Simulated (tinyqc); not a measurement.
Ion-assisted plasma etching: sheath, surface coverage, synergy and aspect-ratio dependence. Changing the sheath voltage V. Computed by tinyqc, a small Python program. Command: `OMP_NUM_THREADS=1 python tinyqc.py 3015673 3015674 out.jsonl etch sweep`. One thread of a shared host (Intel(R) Xeon(R) Processor @ 2.30GHz), about 0.01 s of CPU time with the checks.

Radicals adsorb on bare sites; ions remove covered sites with a high yield and bare sites by sputtering; a slow spontaneous reaction acts everywhere, walls included.

Inputs (values chosen for the exercise, close to those used for silicon dioxide in a fluorocarbon plasma):

| quantity | value | unit |
|---|---|---|
| plasma density n_e | 5.9e+10 | 1/cm^3 |
| electron temperature T_e | 4.3 | eV |
| ion mass M_i | 50 | u |
| radical density n | 1.5e+14 | 1/cm^3 |
| radical mass M_n | 50 | u |
| gas temperature T_g | 600 | K |
| sticking coefficient s | 0.27 | - |
| radicals per removed unit x | 4 | - |
| yield slope b | 0.38 | eV^(-1/2) |
| threshold E_th | 17 | eV |
| sputter slope b_p | 0.018 | eV^(-1/2) |
| sputter threshold E_p | 27 | eV |
| spontaneous reaction probability k_c | 1.1e-05 | - |
| solid density N | 2.2e+22 | 1/cm^3 |
| ion temperature T_i | 0.28 | eV |
| aspect ratio A | 34 | - |

Feature: round hole.

Constants: e = 1.602176634e-19 C; u = 1.6605390666e-27 kg; k_B = 1.380649e-23 J/K; eps_0 = 8.8541878128e-12 F/m.

Method:
- Bohm speed u_B = sqrt(e T_e/M_i); ion flux G_i = 0.61 n_e u_B; radical flux G_n = n c/4 with c = sqrt(8 k_B T_g/(pi M_n)).
- Debye length lambda_D = sqrt(eps_0 T_e/(e n_s)) with n_s = 0.61 n_e, T_e in volts; Child-law sheath d = (sqrt2/3) lambda_D (2 V/T_e)^(3/4); ion energy E = V + T_e/2; angular spread = arctan(sqrt(T_i/E)).
- Yields: Y = b (sqrt(E) - sqrt(E_th)) on covered sites, Y_p = b_p (sqrt(E) - sqrt(E_p)) on bare ones (zero below threshold).
- Steady coverage: s G_n (1 - theta) = x Y G_i theta; removal flux = Y G_i theta + Y_p G_i (1 - theta) + k_c G_n; rate = flux/N, 1 cm/s = 6e8 nm/min.
- Lateral rate = k_c G_n/N; anisotropy = 1 - lateral/vertical; synergy = vertical/(ions alone + radicals alone), with ions alone Y_p G_i/N and radicals alone the lateral rate.
- Transmission of a round hole: K = 1/(1 + 3A/4), walls that scatter diffusely without loss. With a loss probability S = s (1 - theta) at the floor, G_b/G_n = K/(K + S - K S); theta follows G_b, and the two are solved together. Ions are taken to reach the floor unshadowed; G_b replaces G_n in every term of the rate; A is depth over diameter.

One run for each value:

| sheath voltage V (V) | vertical rate (nm/min) | coverage theta | floor rate over open-field rate | anisotropy | sheath thickness (um) |
|---|---|---|---|---|---|
| 20 | 62.1 | 0.98231 | 0.99647 | 0.99087 | 204.0 |
| 34 | 192.6 | 0.94488 | 0.96862 | 0.99706 | 303.8 |
| 59 | 358.4 | 0.89755 | 0.86702 | 0.99842 | 459.3 |
| 100 | 547.1 | 0.84405 | 0.70443 | 0.99896 | 682.2 |
| 170 | 765.9 | 0.78259 | 0.55883 | 0.99926 | 1015.7 |
| 300 | 1029.4 | 0.70952 | 0.44980 | 0.99945 | 1555.1 |
| 510 | 1298.2 | 0.63635 | 0.38231 | 0.99956 | 2315.3 |
| 870 | 1584.8 | 0.56036 | 0.33785 | 0.99964 | 3455.9 |
| 1500 | 1887.0 | 0.48323 | 0.31001 | 0.99970 | 5199.9 |

Over the rows, vertical rate (nm/min) rises from 62.1 to 1890 (exponent d ln y / d ln x 2.1 between the first rows and 0.32 between the last); coverage theta falls from 0.982 to 0.483 (exponent d ln y / d ln x -0.073 between the first rows and -0.27 between the last); floor rate over open-field rate falls from 0.996 to 0.310 (exponent d ln y / d ln x -0.053 between the first rows and -0.16 between the last). The exponent of sheath thickness stays at 0.75: the Child law. More energetic ions clear radicals faster, so the coverage drops and the floor of the feature starves sooner.

Caution (rows 20.0, 34.0, 59.0, 100, 170, 300, 510, 870): at this aspect ratio many ions strike the walls, so ion shadowing, left out here, adds to the lag. Caution (rows 510, 870, 1500): a sheath of several millimetres is collisional at usual pressures, which lowers the ion energy and widens the angles.
